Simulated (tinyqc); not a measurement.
Worked calculation: Landau levels of massless Dirac electrons. Values are carried at full precision from step to step, so a last printed digit may differ when a step is redone from the rounded ones.

In a field B along z: l = 1/sqrt((e/hbar) B) is the magnetic length, n_B = B/(h/e) the number of states per area in one level, hbar wc = 2 muB B/m for mass m in m0; 1/angstrom^2 = 1e16/cm^2.

Constants: e/hbar = 1.519267448e-05 1/(T angstrom^2); h/e = 413566.7697 T angstrom^2; muB = 5.788381798e-05 eV/T; e^2/h = 3.874045865e-05 S.

Parameters, chosen for this exercise (out of a larger set: near those of graphene; not measured data): B = 10.9 T (magnetic field); n = 2.3 x 1e11/cm^2 (electron sheet density); hv = 6.23 eV angstrom (hbar v).

## Scales set by the field

Give l, n_B and the filling factor nu = n/n_B.

l = 77.71 angstrom
n_B = 2.6356 x 1e11/cm^2
nu = 0.873

## The lowest levels

E_N = sqrt(2N) hv/l for N = 0, 1, 2, ... and the mirror levels below zero; each is fourfold (spin, valley), Zeeman splitting left out; half of level 0 belongs to the electrons.

List the eight lowest, in meV, with the gap to the next.

Levels:

| label | E (meV) | gap above (meV) |
|---|---|---|
| 0 | 0.000 | 113.379 |
| 1 | 113.379 | 46.963 |
| 2 | 160.342 | 36.036 |
| 3 | 196.379 | 30.380 |
| 4 | 226.758 | 26.765 |
| 5 | 253.524 | 24.198 |
| 6 | 277.721 | 22.252 |
| 7 | 299.973 | 20.712 |

The largest of these gaps, 113.38 meV, first occurs above level 0 and is kB T at 1316 K.

## Where EF lies

Level 0 takes 2 n_B electrons and each higher level 4 n_B. At zero temperature and without broadening EF sits in the partly filled level.

Fill the listed levels in order up to nu; give the partly filled level, its energy and its filled share.

level: 0

EF = 0.000 meV
filled share = 0.436

## Fields of the Hall plateaus

A plateau is centred where nu = n/n_B equals 2, 6, 10, 14, 18, 22; there rho_xy = h/(nu e^2).

Plateaus:

| nu | B (T) | 1/B (1/T) | rho_xy (kohm) |
|---|---|---|---|
| 2 | 4.756 | 0.2103 | 12.9064 |
| 6 | 1.585 | 0.6308 | 4.3021 |
| 10 | 0.951 | 1.0513 | 2.5813 |
| 14 | 0.679 | 1.4718 | 1.8438 |
| 18 | 0.528 | 1.8923 | 1.4340 |
| 22 | 0.432 | 2.3129 | 1.1733 |

## Checks

- Level 3 from the Dirac matrix in 40 oscillator states against the formula, meV: both 196.379.

tinyqc: `OMP_NUM_THREADS=1 python tinyqc.py 1252436 1252437 out.jsonl`; about 0.01 s, one thread, shared Intel(R) Xeon(R) Processor @ 2.30GHz.
